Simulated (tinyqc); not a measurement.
Inside a calculation. Model: electroplating on a thin resistive seed layer: kinetics, Wagner number and the terminal effect across a wafer. Computed by tinyqc, a small Python program that keeps every step. Command: `OMP_NUM_THREADS=1 python tinyqc.py 3120561 3120562 out.jsonl terminal walk`. One thread of a shared host (Intel(R) Xeon(R) Processor @ 2.30GHz), about 0.02 s of CPU time with the checks. Intermediate numbers are printed to about 7 digits and carried at full precision; extremes and crossings named in words are read from the listed rows.

Current enters the seed at the rim. The bath is treated as a local resistance per area (no lateral flow in the liquid), two electrons per ion, molar volume 7.11 cm^3/mol, Faraday constant F = e N_A, kinematic viscosity 0.01 cm^2/s, omega = 2 pi x rpm/60; k_B T/e is in volts.

Inputs (values chosen for the exercise, of the order of those for copper plating on a thin cobalt or ruthenium seed):
```
quantity,value,unit
wafer radius R,10,cm
seed thickness t,10,nm
seed resistivity,12,microohm cm
bath conductivity kappa,0.054,S/cm
gap to the anode h,7.9,cm
extra resistance of a porous plate,0,ohm cm^2
exchange current density i_0,0.18,mA/cm^2
cathodic transfer coefficient alpha,0.32,-
mean current density,6.6,mA/cm^2
diffusivity of the metal ion,4.9e-06,cm^2/s
metal ion concentration,0.64,mol/L
rotation rate,30,rpm
temperature T,298,K
```

Constants: e = 1.602176634e-19 C; N_A = 6.02214076e+23 1/mol; k_B = 8.617333262e-05 eV/K.

## Rate, limit and resistances

Growth rate = i V_m/(2 F). Levich limit i_L = 0.62 x 2 F D^(2/3) omega^(1/2) nu^(-1/6) c. Tafel overpotential eta = (k_B T/(alpha e)) ln(i/i_0); kinetic resistance k_B T/(alpha e i); bath resistance h/kappa + plate; R_s = resistivity/t; Wagner number = kinetic resistance x kappa/R.

growth rate = 145.9061 nm/min

limiting current i_L = 84.35327 mA/cm^2

overpotential = 289.0460 mV

kinetic resistance = 12.15893 ohm cm^2

bath resistance R_b = 146.2963 ohm cm^2

sheet resistance R_s = 12 ohm/square

Wagner number = 0.06565820

## Linear estimate of the terminal effect

Linearised: with R_t = kinetic + bath resistance the current density obeys (1/r)(r i')' = i R_s/R_t, so i = A I_0(r/l), l = sqrt(R_t/R_s); with x = R/l, edge/centre = I_0(x) and edge/mean = x I_0(x)/(2 I_1(x)). Voltage drop in the seed for a uniform current: i R_s R^2/4.

length l = 3.633814 cm

x = R/l = 2.751930

edge over centre, linear = 4.002008

edge over mean, linear = 1.742099

drop for uniform current = 1980 mV

## Current distribution

Full model: seed potential phi(r) with (1/r)(r phi')' = R_s i, where i solves phi = R_b i + (k_B T/(alpha e)) ln(i/i_0) (phi being the driving voltage left at r); phi'(0) = 0 and phi'(R) = R_s i_mean R/2. Solved by collocation to a tolerance of 1e-7.

Across the wafer:
```
r/R,i (mA/cm^2),i/mean,"i/mean, linear"
0.00,2.94010,0.445469,0.435306
0.20,3.14799,0.476968,0.468902
0.40,3.82923,0.580187,0.577500
0.60,5.17039,0.783392,0.786555
0.75,6.81867,1.033132,1.037941
0.90,9.28437,1.406723,1.406869
1.00,11.55900,1.751364,1.742099
```

edge over centre, full model = 3.931507

The full model gives 3.93 against 4.00 from the linear form; the kinetic resistance, which the linear form holds fixed, is a small part of R_t here.

## As the film thickens, and with more bath resistance

The film is taken as uniform, with the seed resistivity; the last column adds 100 ohm cm^2 to R_b. Extra power of that plate = i^2 x 100 ohm cm^2 x area.

Edge over centre:
```
thickness (nm),R_s (ohm/square),as given,with 100 ohm cm^2 more
10,12.0,3.931507,2.535215
15,8.0,2.702188,1.934510
20,6.0,2.188141,1.669170
30,4.0,1.735787,1.425687
50,2.4,1.415596,1.245910
100,1.2,1.198425,1.119478
200,0.6,1.096921,1.058884
```

extra power = 1.368478 W

The ratio falls below 1.1 from 200 nm on as given, and from 200 nm on with the added resistance: what counts is R_s R^2 against the sum of kinetic and bath resistance.

Checks made by the program: mean of the distribution (relative difference 2e-07).
